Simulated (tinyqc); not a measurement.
Regular and subregular solution with a miscibility gap: one step, computed by the program tinyqc.

Per mole of mixing sites: G(x) = x (1 - x) [L0 + L1 (1 - 2x)] + R T [x ln x + (1 - x) ln(1 - x)], x the fraction of B.

Question. G, chemical potentials and activities. G' = L0 (1 - 2x) + L1 (1 - 6x + 6x^2) + R T ln[x/(1 - x)]; G'' = -2 L0 - 6 L1 (1 - 2x) + R T/[x (1 - x)]. mu_A = G - x G', mu_B = G + (1 - x) G', activity = exp(mu/(R T)).

Inputs (values chosen for the exercise, for a model alloy): asymmetry L1 = 1.1 kJ/mol; temperature T = 1160 K.

L0 = 38.6 kJ/mol

Constants: R = 8.314462618 J/(mol K).

Give: G, G'' and activities at x = 0.02, 0.1, 0.2, 0.35, 0.5, 0.65, 0.8, 0.9, 0.98.

Answer.

G, G'' and activities at x = 0.02, 0.1, 0.2, 0.35, 0.5, 0.65, 0.8, 0.9, 0.98:
```
x     G (kJ/mol)  G'' (kJ/mol)  activity of A  activity of B
0.02      -0.168         408.5          0.982          1.033
0.10       0.418          24.7          0.940          2.704
0.20       1.455         -20.9          0.948          2.629
0.35       2.612         -36.8          1.085          1.862
0.50       2.965         -38.6          1.399          1.322
0.65       2.462         -32.8          1.936          1.038
0.80       1.244         -13.0          2.553          0.930
0.90       0.259          35.2          2.420          0.934
0.98      -0.210         421.2          0.844          0.981
```

G'' is negative at 5 of the nine compositions (0.2, 0.35, 0.5, 0.65, 0.8), where the solution is unstable.
